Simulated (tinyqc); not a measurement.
From results back to parameters: direct gap of a germanium-like layer under biaxial tension. Three cases, with inputs chosen for the exercise.

Problem. A (001) layer under biaxial tension e_par has ezz = -2 (C12/C11) e_par, Ec = Eg + ac tr(e), E(HH) = -P - Q and E(LH) = -P + (Q - Dso + sqrt(Dso^2 + 2 Dso Q + 9 Q^2))/2 with P = -av tr(e), Q = -b (e_par - ezz). The transition from the light-hole edge is given.

Find: e_par; Ec - E(HH).

Method. Ec - E(LH) falls steadily with tension, so bisection between 0 and 4 % gives the only root; then Ec - E(HH) = Eg + (ac - av) tr(e) + Q.

Case 1.

Values chosen (near those of Ge, gaps at low temperature; not measured data): Eg = 0.9 eV (gap at Gamma to the s-like level); Dso = 0.286 eV (spin-orbit splitting); ac = -8.29 eV (conduction deformation potential); av = 1.23 eV (valence hydrostatic potential); b = -2.5 eV (tetragonal shear potential); C11 = 129.9 GPa; C12 = 48.1 GPa.

Ec - E(LH) = 0.823975 eV

Solution.

e_par = 0.450 %
Ec - E(HH) = 0.8656 eV

Case 2.

Values chosen (near those of Ge, gaps at low temperature; not measured data): Eg = 0.915 eV (gap at Gamma to the s-like level); Dso = 0.29 eV (spin-orbit splitting); ac = -8.22 eV (conduction deformation potential); av = 1.25 eV (valence hydrostatic potential); b = -2.52 eV (tetragonal shear potential); C11 = 128.3 GPa; C12 = 47.4 GPa.

Ec - E(LH) = 0.758891 eV

Solution.

e_par = 0.900 %
Ec - E(HH) = 0.8470 eV

Case 3.

Values chosen (near those of Ge, gaps at low temperature; not measured data): Eg = 0.903 eV (gap at Gamma to the s-like level); Dso = 0.285 eV (spin-orbit splitting); ac = -8.35 eV (conduction deformation potential); av = 1.23 eV (valence hydrostatic potential); b = -2.6 eV (tetragonal shear potential); C11 = 126.6 GPa; C12 = 49.2 GPa.

Ec - E(LH) = 0.765869 eV

Solution.

e_par = 0.790 %
Ec - E(HH) = 0.8470 eV

Computed by tinyqc, one run a case: `OMP_NUM_THREADS=1 python tinyqc.py N N+1 out.jsonl` with N = 1050686, 1050743, 1050772; one thread of a shared Intel(R) Xeon(R) Processor @ 2.30GHz, about 0.01 s a run at most.
